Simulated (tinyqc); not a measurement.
# Worked calculation: trench capacitor in an array: capacitance, non-linearity, leakage and relaxation

Computed by the program tinyqc: `OMP_NUM_THREADS=1 python tinyqc.py 2102088 2102089 out.jsonl`, one thread of a shared Intel Xeon 2.30GHz, about 0.01 s for the whole run. Printed values are rounded.

A film between two metal electrodes, each interface adding a series capacitance ci. The small-signal permittivity is ek (1 + aq E^2); the field is found with the linear permittivity. Leakage J = J0 sinh(E/Ef). After a voltage step the film passes a relaxation current kr C V tt^(-nr), tt being the time in seconds. The sidewall is a coaxial capacitor with radii a = dm/2 - t and b = dm/2, depth AR dm; the end face is left out.

Parameters, values chosen for the exercise; permittivity of the order of that of titanium dioxide: relative permittivity of the film ek = 86.2; film thickness t = 4.5 nm; capacitance of each electrode interface (dead layer and screening) ci = 1000 uF/cm^2; quadratic field coefficient of the permittivity aq = 0.022 cm^2/MV^2; bias V = 0.9 V; leakage prefactor J0 = 1e-10 A/cm^2; field for an e-fold rise of the leakage Ef = 0.29 MV/cm; diameter of the hole dm = 24 nm; aspect ratio, depth over diameter AR = 50; pitch of the square array pt = 48 nm; resistivity of the inner electrode rho = 140 uohm cm.

Constants: eps0 = 8.8541878128e-14 F/cm where lengths are in cm. Results are converted to the units shown.

Range of the model: The field exceeds about 1.5 MV/cm, a sizeable part of the breakdown field expected for this permittivity.

## Planar capacitance, field and non-linearity

Planar film: Cf = eps0 ek/t, 1/C = 1/Cf + 2/ci, EOT = 3.9 eps0/C, effective permittivity C t/eps0, E = (V/t) C/Cf; quadratic coefficient [C(V)/C - 1]/V^2 with Cf (1 + aq E^2) in C(V).

Cf = 16.9607 uF/cm^2
C = 16.4042 uF/cm^2
EOT = 0.210503 nm
effective permittivity = 83.3719
E = 1.93438 MV/cm
quadratic coefficient = 98031.1 ppm/V^2
J = 3.94310e-8 A/cm^2

The interfaces take 3.28 % of the voltage.

## Cell capacitance, fields and time constant

Per length 1/c = ln(b/a)/(2 pi eps0 ek) + (1/a + 1/b)/(2 pi ci); cell capacitance c AR dm; per footprint over pt^2; fields c V/(2 pi eps0 ek r) at r = a and b; resistance of the inner electrode rho AR dm/(pi a^2); time constant R C/3 of the distributed line.

a = 7.5 nm
b = 12 nm
cell capacitance = 11.8276 fF
capacitance per footprint = 513.353 uF/cm^2
field at a = 2.46639 MV/cm
field at b = 1.54150 MV/cm
R = 9.50686 kohm
R C/3 = 37.4812 ps

The array gives 31.3 times the planar capacitance per footprint; curvature makes the field at the inner electrode 1.28 times the planar value.
